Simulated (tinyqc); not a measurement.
Worked calculation: deep level as a short-range spherical well. Values are carried at full precision from step to step, so a last printed digit may differ when a step is redone from the rounded ones.

A spherical well of radius R and depth V0 below the conduction edge, one mass m, c = hbar^2/2m0. The s level at binding Et solves k cot(k R) = -kappa with k = sqrt(m (V0 - Et)/c), kappa = sqrt(m Et/c); it exists for V0 > Vc = c (pi/2R)^2/m. Outside, psi falls as exp(-kappa r)/r.

Constants: hbar^2/2m0 = 3.80998211 eV angstrom^2; fine-structure constant alpha = 0.007297352564; hc = 1239.841984 eV nm; kB = 8.617333262e-05 eV/K; hbar = 6.58211957e-16 eV s.

Parameters, chosen for this exercise (near those of GaN; shifted at random, so the results belong to these values and not to a real crystal): R = 5 angstrom (radius of the well); V0 = 3.03 eV (depth of the well); m = 0.209 m0 (mass); n_r = 2.29 (refractive index); gv = 1 (valleys); sn = 0.18 x 1e-16 cm^2 (capture cross-section); T = 300 K (temperature).

## The bound level

Solve for Et; the share outside is [sin^2(kR)/(2 kappa)]/[sin^2(kR)/(2 kappa) + R/2 - sin(2kR)/(4k)].

Et = 0.3495 eV
k = 0.3835 1/angstrom
kappa = 0.1385 1/angstrom
share outside = 0.523
Vc = 1.799 eV

The well is 1.68 times the critical depth. Since dEt/dV0 equals the share inside, 0.48, a 1 % change of V0 moves Et by 4.1 %. The decay length is 7.2 angstrom, 1.4 times R.

## Peak of the photo-ionisation cross-section

Lucovsky model (delta well, plane-wave final states, no local-field factor): sigma = (32 pi alpha c/(3 n_r m Et)) (x - 1)^(3/2)/x^3, x = h nu/Et, c = hbar^2/2m0; 1 angstrom^2 = 1e-16 cm^2.

The maximum lies at x = 2. Give the photon energy, its wavelength and sigma there.

h nu = 0.699 eV
wavelength = 1774 nm
sigma = 69.6 x 1e-18 cm^2

With 52 % of the state outside the well the delta-well form is only a rough model of this centre.

## Thermal emission

Thermal emission e = sn v Nc exp(-Et/kB T), v = sqrt(6 c kB T/m)/hbar, Nc = 2 gv (m kB T/(4 pi c))^(3/2), c = hbar^2/2m0, one mass for both, degeneracy ratio 1; 1 angstrom = 1e-8 cm.

Give v, Nc, e and 1/e.

v = 2.555 x 1e7 cm/s
Nc = 2.398 x 1e18/cm^3
e = 1.48e+03 1/s
1/e = 0.000674 s

## Checks

- Et from the radial equation on a grid against the matching condition, eV: both 0.35.

Program tinyqc; command `OMP_NUM_THREADS=1 python tinyqc.py 1281604 1281605 out.jsonl`; about 0.01 s on one thread of a shared Intel(R) Xeon(R) Processor @ 2.30GHz.
